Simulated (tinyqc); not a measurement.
# Inputs raised by 5 %, one at a time

Model: single-band model of a thermoelectric material. Computed by tinyqc, a small Python program. Command: `OMP_NUM_THREADS=1 python tinyqc.py 3026513 3026514 out.jsonl thermo sens`. One thread of a shared host (Intel(R) Xeon(R) Processor @ 2.30GHz), about 0.04 s of CPU time with the checks.

One spherical band, one scattering law, no minority carriers and no phonon drag. In a real material minority carriers limit |S| to about E_g/(2 e T), so larger values are formal. eta = E_F/(k_B T) is counted from the band edge; f = 1/(1 + exp(x - eta)).

Inputs (values chosen for the exercise, for a model material):
```
quantity                                value        unit
density-of-states mass m                 0.29         m_0
mobility parameter mu_300                 960  cm^2/(V s)
temperature exponent p                      0           -
lattice thermal conductivity kappa_L      1.1     W/(m K)
carrier density n                     4.3e+17      1/cm^3
temperature T                             580           K
```

Band: parabolic. Scattering: constant relaxation time, r = 0.

Constants: m_0 = 9.1093837015e-31 kg; k_B = 1.380649e-23 J/K; hbar = 1.054571817e-34 J s; k_B = 8.617333262e-05 eV/K; e = 1.602176634e-19 C.

Method:
- With x = E/(k_B T), a = alpha k_B T (0 for a parabolic band), G = x (1 + a x), D = 1 + 2 a x and <y> = int y f (1 - f) dx, f = 1/(1 + exp(x - eta)): tau = tau_0 G^r/D; transport function s = G^(3/2 + r)/D^2; n = N_0 <G^(3/2)> with N_0 = (2 m k_B T)^(3/2)/(3 pi^2 hbar^3).
- Integrals over x = E/(k_B T) use 160 Gauss-Legendre points in u = sqrt(x) from 0 to sqrt(max(eta, 0) + 32).
- Solve for eta.
- sigma = e mu_0 N_0 <s> with mu_0 = e tau_0/m = mu_300 (T/300 K)^(-p); |S| = (k_B/e)(<x s>/<s> - eta); Lorenz number L = (k_B/e)^2 (<x^2 s>/<s> - (<x s>/<s>)^2); kappa_e = L sigma T; zT = S^2 sigma T/(kappa_L + kappa_e).
- Hall factor r_H = <G^(3/2)> <G^(3/2 + 2r)/D^4>/<s>^2; drift mobility sigma/(n e) with n = N_0 <G^(3/2)>; power factor S^2 sigma.
- Quality factor B = (k_B/e)^2 e mu_0 N_0 T/kappa_L; zT and the power factor are maximised over eta between -8 and 30.

Runs; columns: (1) input moved; (2) from; (3) to; (4) Seebeck coefficient |S| (microvolt/K); (5) conductivity sigma (S/cm); (6) power factor (microwatt/(cm K^2)); (7) largest zT:
```
(1)                                                 (2)        (3)     (4)     (5)     (6)     (7)
base run                                              -          -  491.38  66.138  15.969  1.8412
density-of-states mass m (m_0)                     0.29     0.3045  497.67  66.138  16.381  1.9209
mobility parameter mu_300 (cm^2/(V s))              960       1008  491.38  69.445  16.768  1.8940
lattice thermal conductivity kappa_L (W/(m K))      1.1      1.155  491.38  66.138  15.969  1.7895
carrier density n (1/cm^3)                      4.3e+17  4.515e+17  487.19  69.445  16.483  1.8412
temperature T (K)                                   580        609  497.67  66.138  16.381  1.9753
```

Exponents ln(y'/y) / ln(x'/x):
```
input                                 Seebeck coefficient |S|  conductivity sigma  power factor  largest zT
density-of-states mass m                                0.260                   0         0.521       0.868
mobility parameter mu_300                               0.000                   1         1.000       0.580
lattice thermal conductivity kappa_L                    0.000                   0         0.000      -0.584
carrier density n                                      -0.175                   1         0.649       0.000
temperature T                                           0.260                   0         0.521       1.441
```

Among the inputs moved here: Seebeck coefficient |S| answers most in size to density-of-states mass m (exponent +0.260), and about equally to temperature T (+0.260); its exponent is below 0.0005 for mobility parameter mu_300, lattice thermal conductivity kappa_L. conductivity sigma answers most in size to mobility parameter mu_300 (exponent +1.000), and about equally to carrier density n (+1.000); its exponent is below 0.0005 for density-of-states mass m, lattice thermal conductivity kappa_L, temperature T. Its exponent +1.000 in mobility parameter mu_300: sigma is proportional to tau_0. Its exponent +1.000 in carrier density n: the mobility hardly depends on n here. Power factor answers most in size to mobility parameter mu_300 (exponent +1.000), next to carrier density n (+0.649); its exponent is below 0.0005 for lattice thermal conductivity kappa_L. largest zT answers most in size to temperature T (exponent +1.441), next to density-of-states mass m (+0.868); its exponent is below 0.0005 for carrier density n.

Caution (all rows): at so low a doping minority carriers, left out here, would cut S in a narrow-gap material.

Extremes, crossings and ranges named in words are read from the listed rows.
